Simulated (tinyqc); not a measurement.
Order of mass and momentum: quantum well in an electric field by finite differences.

Finite differences on points z_i at the centres of cells of width h: H_ii = (c/h^2)(1/m_(i-1/2) + 1/m_(i+1/2)) + V_i, H_(i,i+1) = -(c/h^2)/m_(i+1/2), where m_(i+1/2) is the mean of the masses at the two points (the end values are repeated outwards), psi = 0 on the points beyond both ends, c = hbar^2/2m0. The field adds e F (z - z0) with z0 the middle of the structure; 1 kV/cm = 1e-5 eV/angstrom.

Constants: hbar^2/2m0 = 3.80998211 eV angstrom^2.

Inputs chosen for the exercise (out of a larger set: near those of an InGaAs well in InAlAs; not measured data):

| symbol | value | unit | meaning |
|---|---|---|---|
| layers | ((72, 0.495, 0.0771), (90, 0, 0.0411), (72, 0.495, 0.0771)) |  | each layer: thickness in angstrom, band edge in eV, mass in m0 |
| F | 86 | kV/cm | field along z |
| hf | 1.125 | angstrom | cell width of the fine grid |

Fine grid. Hermitian kinetic operators m^a p m^b p m^a with 2a + b = -1: H_ii = (c/h^2) m_i^(2a) (m_(i-1/2)^b + m_(i+1/2)^b) + V_i, H_(i,i+1) = -(c/h^2) m_i^a m_(i+1)^a m_(i+1/2)^b; BenDaniel-Duke is a = 0. The halved form has H_ii = 2c/(h^2 m_i) + V_i and H_(i,i+1) = -(c/2h^2)(1/m_i + 1/m_(i+1)). The shifts are measured against BenDaniel-Duke; the last column repeats E1 with cells of hf/4.

Levels (eV):

| operator | E1 | E2 | E1 - E1(BDD) (meV) | E1 at hf/4 |
|---|---|---|---|---|
| BenDaniel-Duke | 0.0545 | 0.2294 | 0.0 | 0.0545 |
| (1/m) p^2 + p^2 (1/m), halved | 0.0139 | 0.1204 | -40.6 | -1.7383 |
| m^(-1/2) p^2 m^(-1/2) | 0.0725 | 0.2751 | 18.1 | 0.0726 |
| m^(-1/4) p m^(-1/2) p m^(-1/4) | 0.0637 | 0.2518 | 9.2 | 0.0638 |
| one mass, the smallest | 0.0637 | 0.2519 | 9.3 | 0.0638 |

What does the comparison show?

The three forms m^a p m^b p m^a span 18.1 meV in E1, 10 % of E2 - E1; they differ only at the mass steps (largest to smallest mass 1.88), where m^a psi is the continuous quantity. Dropping the mass step altogether moves E1 by +9.3 meV. Refining the grid moves the halved form by -1752.2 meV, against at most 0.07 meV for the other three: at an abrupt step it has no limit as the grid is refined.

Computed by tinyqc, a small Python program: `OMP_NUM_THREADS=1 python tinyqc.py 1280356 1280357 out.jsonl` (the numbers bound the seed that draws the inputs); one thread of a shared host (Intel(R) Xeon(R) Processor @ 2.30GHz), about 0.02 s for the whole set of steps.
